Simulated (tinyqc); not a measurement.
Square on-chip spiral inductor, lumped pi model: effect of the metal thickness.

Outer diameter do = di + 2 n wd + 2 (n - 1) sp, mean da = (do + di)/2, fill p = (do - di)/(do + di), length l = 4 n da. L = 2.34 mu0 n^2 da/(1 + 2.75 p), mu0 = 4 pi 1e-7 H/m. Rs = rho l/(wd delta (1 - exp(-th/delta))), delta = sqrt(rho/(pi f mu0)). Cs = n wd^2 eps0 eo/hu across the coil. At each end Cox = l wd eps0 eo/(2 ho) leads to the substrate branch Rsi = 2 rs he/(l wd) in parallel with Csi = l wd eps0 11.7/(2 he). With one end grounded Y = 1/(Rs + i w L) + i w Cs + 1/[1/(i w Cox) + 1/(1/Rsi + i w Csi)], w = 2 pi f; Q = -Im Y/Re Y. Eddy currents in neighbouring turns and in the substrate are left out.

Peak Q and its frequency from a search over f; self-resonance where Im Y = 0; Q at the given f (negative beyond resonance).

Inputs (values chosen for the exercise); values of the order met in silicon radio-frequency processes:
- n = 1.5 (number of turns)
- wd = 8 um (line width)
- sp = 1.5 um (space between turns)
- di = 40 um (inner diameter)
- rho = 2.2 uohm cm (metal resistivity)
- ho = 6.9 um (oxide below the coil)
- hu = 0.8 um (oxide between coil and underpass)
- eo = 3.9 (relative permittivity of the oxide)
- rs = 20 ohm cm (substrate resistivity)
- he = 30 um (effective spreading depth in the substrate)
- f = 8 GHz (frequency)

Constants: eps0 = 8.8541878128e-12 F/m. Results are converted to the units shown.

The same in every row: L (nH) = 0.2097; do (um) = 65.50.

Result of one run:
```
th (um),peak Q,f of the peak (GHz),self-resonance (GHz),Q at f
1.5,19.18,51.72,133.9,8.349
```

What becomes of these results when the metal thickness th is changed from 1.5 to 3 um, all else the same?

Result of the changed run:
```
th (um),peak Q,f of the peak (GHz),self-resonance (GHz),Q at f
3,19.36,50.61,133.9,9.724
```

The whole series:
```
th (um),peak Q,f of the peak (GHz),self-resonance (GHz),Q at f
0.5,15.77,59.96,133.9,4.521
0.9,18.28,54.82,133.9,6.611
1.5,19.18,51.72,133.9,8.349
2,19.32,50.92,133.9,9.093
3,19.36,50.61,133.9,9.724
4,19.36,50.58,133.9,9.915
6,19.36,50.58,133.9,9.990
9,19.36,50.58,133.9,9.997
```

As th goes from 0.5 to 9, L stays at 0.210 nH, the peak Q rises from 15.8 to 19.4, its frequency falls from 60.0 to 50.6 GHz and the self-resonance stays near 134 GHz. Once th exceeds a few skin depths Rs no longer falls.

tinyqc, about 0.01 s, one thread, Intel Xeon 2.30GHz (shared host): `OMP_NUM_THREADS=1 python tinyqc.py 2302194 2302195 out.jsonl`
